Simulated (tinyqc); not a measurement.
Ballast resistance and gain from the on-state line.

Question. At high current V = BV (1 + be)^(-1/n) + I Ro. Find Ro, the intercept and be.

Values chosen for this exercise: junction breakdown voltage BV = 11.7 V; exponent of the multiplication n = 4.7.

V at I = 3.4 and 6.8 mA/um (V): [8.1396720, 9.4316720]

Solution. The slope is Ro; the intercept over BV is (1 + be)^(-1/n).

Ro = 380 ohm um
intercept = 6.85 V
be = 11.4

tinyqc, about 0.01 s, one thread, Intel Xeon 2.30GHz (shared host): `OMP_NUM_THREADS=1 python tinyqc.py 2670035 2670036 out.jsonl`
